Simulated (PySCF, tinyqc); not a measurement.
FCI on RHF in the sto-3g basis, frozen core, for BeH+, spin multiplicity 1, step by step. The lowest restricted solution is unstable here: a spin-polarised one lies 0.0698 hartree lower (PySCF). One step of it, computed by the program tinyqc.

Problem. FCI: determinants and Hamiltonian. Slater-Condon rules over spin orbitals, with the nuclear repulsion and the energy of the frozen orbital added and E(HF) subtracted on the diagonal. Only determinants linked to the reference directly or through others are kept (one block of an abelian symmetry group), so some states are absent.

one-electron integrals dressed by the frozen orbital, h + 2 (pq|11) - (p1|1q) (hartree), order 2, 3, 4, 5, 6:
$$\begin{pmatrix}
-0.936444 & -0.036798 & 0.000000 & 0.000000 & -0.019230 \\
-0.036798 & -0.825751 & 0.000000 & 0.000000 & 0.033481 \\
0.000000 & 0.000000 & -0.713370 & 0.000000 & 0.000000 \\
0.000000 & 0.000000 & 0.000000 & -0.713370 & 0.000000 \\
-0.019230 & 0.033481 & 0.000000 & 0.000000 & -0.708962
\end{pmatrix}$$

energy of the frozen orbital, 2 h_11 + (11|11) = -13.86590185 hartree

Two-electron integrals over orbitals (pq|rs), unique and non-zero (hartree); the lowest 1 orbital is frozen and left out:
```
(22|22) 0.377602    (32|22) 0.036798    (32|32) 0.128698    (33|22) 0.351072
(33|32) 0.049028    (33|33) 0.389691    (42|42) 0.053982    (43|42) -0.040134
(43|43) 0.037685    (44|22) 0.338563    (44|32) -0.084089   (44|33) 0.312223
(44|44) 0.449859    (52|52) 0.053982    (53|52) -0.040134   (53|53) 0.037685
(54|54) 0.024249    (55|22) 0.338563    (55|32) -0.084089   (55|33) 0.312223
(55|44) 0.401360    (55|55) 0.449859    (62|22) 0.019230    (62|32) -0.052681
(62|33) -0.046714   (62|44) 0.054767    (62|55) 0.054767    (62|62) 0.082225
(63|22) -0.043081   (63|32) -0.113258   (63|33) -0.033502   (63|44) 0.059224
(63|55) 0.059224    (63|62) 0.029964    (63|63) 0.117439    (64|42) 0.011932
(64|43) 0.002749    (64|64) 0.020823    (65|52) 0.011932    (65|53) 0.002749
(65|65) 0.020823    (66|22) 0.374532    (66|32) -0.000632   (66|33) 0.361452
(66|44) 0.365778    (66|55) 0.365778    (66|62) 0.025772    (66|63) 0.003379
(66|66) 0.407970
```

nuclear repulsion = 0.85248040 hartree

Hartree-Fock energy = -14.50870695 hartree

Give: determinants; H - E(HF) between determinants.

Solution.

Occupation strings over the orbitals (2 doubly, a alpha, b beta, 0 empty; spin orbitals ordered 1a 1b 2a 2b ...): 220000 2ab000 2a000b 2ba000 2b000a 202000 20a00b 200200 200020 20b00a 200002

H - E(HF) between determinants (hartree):
```
         220000   2ab000   2a000b   2ba000   2b000a   202000   20a00b   200200
220000   0.0000   0.0000   0.0000   0.0000   0.0000   0.1287  -0.0527   0.0540
2ab000   0.0000   0.0842  -0.0096  -0.1287   0.0527   0.0122  -0.1133  -0.0401
2a000b   0.0000  -0.0096   0.2244   0.0527  -0.0822  -0.1133  -0.0374   0.0119
2ba000   0.0000  -0.1287   0.0527   0.0842  -0.0096  -0.0122   0.0659   0.0401
2b000a   0.0000   0.0527  -0.0822  -0.0096   0.2244   0.1133  -0.0300  -0.0119
202000   0.1287   0.0122  -0.1133  -0.0122   0.1133   0.2335   0.0000   0.0377
20a00b  -0.0527  -0.1133  -0.0374   0.0659  -0.0300   0.0000   0.3220   0.0027
200200   0.0540  -0.0401   0.0119   0.0401  -0.0119   0.0377   0.0027   0.5184
200020   0.0540  -0.0401   0.0119   0.0401  -0.0119   0.0377   0.0027   0.0242
20b00a   0.0527   0.0659  -0.0300  -0.1133  -0.0374   0.0000  -0.1174  -0.0027
200002   0.0822   0.0300   0.0065  -0.0300  -0.0065   0.1174   0.0369   0.0208

         200020   20b00a   200002
220000   0.0540   0.0527   0.0822
2ab000  -0.0401   0.0659   0.0300
2a000b   0.0119  -0.0300   0.0065
2ba000   0.0401  -0.1133  -0.0300
2b000a  -0.0119  -0.0374  -0.0065
202000   0.0377   0.0000   0.1174
20a00b   0.0027  -0.1174   0.0369
200200   0.0242  -0.0027   0.0208
200020   0.5184  -0.0027   0.0208
20b00a  -0.0027   0.3220  -0.0369
200002   0.0208  -0.0369   0.4853
```
